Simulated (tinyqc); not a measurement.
# Pelgrom slope, floor and doping from two device sizes

Problem. s^2 = A^2/(L W) + s0^2, with s0 independent of size and A = (q/Cox) sqrt(Na Wd/3) from random dopants alone, Cox = 3.9 eps0/ti. Find A, s0 and Na.

Parameters, values chosen for the exercise:
- ti = 1.2 nm (oxide-equivalent thickness in inversion)

Constants: q = 1.602176634e-19 C, eps0 = 8.8541878128e-14 F/cm where lengths are in cm. Results are converted to the units shown.

s for gate areas 0.00027 and 0.0024 um^2 (mV): [29.4449448, 10.2988792]
Wd = 54.6418491 nm

Answer. s^2 is linear in 1/area: slope A^2, intercept s0^2.

A = 0.4811 mV um
s0 = 3.100 mV
Na = 4.100e17 cm^-3

Computed by the program tinyqc: `OMP_NUM_THREADS=1 python tinyqc.py 2090165 2090166 out.jsonl`, one thread of a shared Intel Xeon 2.30GHz, about 0.01 s for the whole run.
